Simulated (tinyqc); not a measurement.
# Tunnelling through a gate dielectric with the two-band (Franz) dispersion, WKB transmission and Tsu-Esaki current: what changes with what

Electrons leave the emitter at x = 0. Energies E (motion across the layers) are in eV from the emitter Fermi level; the collector Fermi level lies at -V and offers states at every E. No charge in the dielectric and no image force: F1 = V/t1, U = phi1 - F1 x. With C = hbar^2/(2 m0), kappa = sqrt(m u (1 - u/Egx)/C), u = U - E where U > E and 0 elsewhere; T(E) = exp(-S), S = 2 times the integral of kappa over x.

Inputs (values chosen for the exercise); dielectric values close to those of zirconium oxide:
- T = 300 K (temperature)
- Ef = 0.42 eV (Fermi energy of the emitter above its band bottom)
- me = 1 m0 (emitter mass in the supply function)
- phi1 = 1.44 eV (barrier of layer 1 above the emitter Fermi level at zero bias)
- m1 = 0.25 m0 (tunnelling mass of layer 1)
- t1 = 2.2 nm (thickness of layer 1)
- Egx = 5.1 eV (gap parameter of the two-band dispersion, set freely)
- V = 0.8 V (voltage across the dielectric)

Constants: q = 1.602176634e-19 C, kB = 1.380649e-23 J/K, hbar = 1.054571817e-34 J s, m0 = 9.1093837015e-31 kg, Vt = kB T/q, hbar^2/(2 m0) = 0.0380998212 eV nm^2. Results are converted to the units shown.

Each table varies one quantity; the others keep the values above.

## Current against voltage

Each layer adds (2/F) sqrt(m/C) [G(u at its left edge) - G(u at its right edge)] to S, with u = U - E (0 where negative) and G(u) = Egx^1.5 (th - sin(4 th)/4)/4, th = arcsin sqrt(u/Egx). J = J0 times the integral of T(E) N(E) dE, N = ln[(1 + exp(-E/Vt))/(1 + exp((-E - V)/Vt))], J0 = q^2 me m0 kB T/(2 pi^2 hbar^3) (times 1e-4 for A/cm^2 per eV), from E = -Ef to far above the barrier (T = 1 there), by quadrature converged to the digits shown.

Current against voltage:
```
V (V)  S at E = 0  T(E = 0)  J (A/cm^2)  mean E of the current (eV)
0.2         11.20  1.370e-5        8174                     -0.2267
0.57        10.61  2.472e-5     1.705e4                     -0.2464
0.95        9.811  5.487e-5     3.175e4                     -0.2379
1.32        8.721  1.631e-4     7.247e4                     -0.2247
1.7         6.954  9.549e-4     2.806e5                     -0.1948
2.08        5.684  0.003402     1.245e6                     -0.2063
2.45        4.825  0.008025     3.519e6                     -0.2177
2.83        4.177   0.01534     7.761e6                     -0.2262
3.2         3.694   0.02487     1.405e7                     -0.2325
```

Read the table: what changes, and by how much?

J rises from 8170 to 1.40e7 A/cm^2, by 0.863 decades a volt between the first two rows and 0.696 between the last two. From V = 1.7 V on (among the rows) a band edge falls below the emitter Fermi level, so electrons at E = 0 no longer cross the full thickness. In 3 of the 9 rows the field exceeds 10 MV/cm (up to 14.5), more than most dielectrics sustain; the model ignores breakdown. In 4 of the 9 rows S is below 6, where a WKB prefactor of 1 is a rough guess.

## Effect of the tunnelling mass m1

Same model as above.

Effect of the tunnelling mass m1:
```
m1 (m0)  S at E = 0  T(E = 0)  J (A/cm^2)  mean E of the current (eV)
0.12          7.035  8.809e-4     7.035e5                     -0.2531
0.15          7.865  3.840e-4     2.869e5                     -0.2501
0.2           9.082  1.137e-4     7.717e4                     -0.2456
0.25          10.15  3.894e-5     2.430e4                     -0.2416
0.31          11.31  1.229e-5        7022                     -0.2372
0.4           12.84  2.644e-6        1345                     -0.2312
0.5           14.36  5.806e-7       264.4                     -0.2251
0.63          16.12  9.999e-8       40.16                     -0.2179
```

Read the table: what changes, and by how much?

J falls from 7.04e5 to 40.2 A/cm^2. S goes as m1^(0.50): kappa is proportional to the square root of the mass.

Numbers from tinyqc (`OMP_NUM_THREADS=1 python tinyqc.py 2540159 2540160 out.jsonl`; about 0.04 s on one thread of a shared Intel Xeon 2.30GHz).
